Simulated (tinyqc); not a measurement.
# Floating body of a partially depleted SOI transistor: body voltage and kink: output curve and kink

Source at 0 V. Channel current Ic = 2 nf K Vt^2 [F(0) - F(Vd)](1 + la Vd), F(V) = ln^2(1 + exp((Vg - VT - nf V)/(2 nf Vt))), VT = VT0 - gb Vb. Saturation voltage Vs = 2 Vt sqrt(F(0)) + 3 Vt, excess Ve = (Vd - Vs + sqrt((Vd - Vs)^2 + 0.0004 V^2))/2, multiplication M1 = Ai Ve exp(-Bl/Ve). Each junction passes D(v) = J1 (exp(v/Vt) - 1) + J2 (exp(v/(2 Vt)) - 1). Bipolar current Ib = bb J1 (exp(Vb/Vt) - 1). The body settles where M1 (Ic + Ib) = D(Vb) + D(Vb - Vd) + Vb/Rb; drain current Id = (1 + M1)(Ic + Ib) - D(Vb - Vd).

Rows with more than one solution for Vb (latch) are left out; dId/dVd by a forward difference over 1e-4 V, swing = 1e-4 V over the change of log10 Id; M1 under 1e-12 is printed as 0.

Values chosen for this exercise; values of the order met in partially depleted silicon-on-insulator transistors: temperature T = 300 K; threshold at zero body voltage VT0 = 0.47 V; fall of the threshold per volt of body voltage gb = 0.13; slope factor nf = 1.42; gain factor per width K = 540 uA/(V^2 um); channel-length modulation factor la = 0.03 1/V; impact-ionisation prefactor Ai = 3.39 1/V; impact-ionisation voltage Bl = 4.6 V; diffusion saturation current of each junction J1 = 3.8e-12 uA/um; recombination saturation current of each junction J2 = 8.6e-9 uA/um; gain of the lateral bipolar transistor on the diffusion current bb = 3; resistance of a weak body tie to the source (1e9 stands for no tie, and the term is then dropped) Rb = 1e9 kohm um; gate voltage Vg = 0.97 V.

Constants: q = 1.602176634e-19 C, kB = 1.380649e-23 J/K, Vt = kB T/q. Results are converted to the units shown.

Output curve and kink:
```
Vd (V)	Vb (V)	M1	Id, floating (uA/um)	Id, grounded (uA/um)	ratio	dId/dVd, floating (uS/um)	dId/dVd, grounded (uS/um)
0.8	0.4171	1.102e-6	59.81	48.69	1.228	38.27	1.436
1	0.5717	2.450e-4	64.67	49.01	1.320	17.24	1.901
1.2	0.6442	0.003754	68.14	49.59	1.374	20.76	4.407
1.4	0.6886	0.01933	74.50	50.97	1.462	47.58	9.891
1.6	0.7211	0.05813	90.00	53.72	1.676	118.8	17.89
1.8	0.7498	0.1288	131.6	58.23	2.259	348.4	27.45
2	0.7851	0.2359	308.4	64.74	4.764	2180	37.71
```

Read the table: what changes, and by how much?

Vb rises from 0.417 to 0.785 V and the ratio of the currents rises from 1.23 to 4.76. The output conductance with a floating body exceeds the grounded value by the largest factor among the rows, 57.8, at Vd = 2 V, where Vb = 0.785 V and M1 = 0.236.

Range of the model: The multiplication law is an empirical form chosen for the exercise; self-heating and capacitive coupling to the body are left out, and the linear laws are rough once Vb passes about 0.7 V or M1 about 0.1.

Program tinyqc, `OMP_NUM_THREADS=1 python tinyqc.py 2182128 2182129 out.jsonl`; Intel Xeon 2.30GHz, shared host, one thread, about 0.1 s.
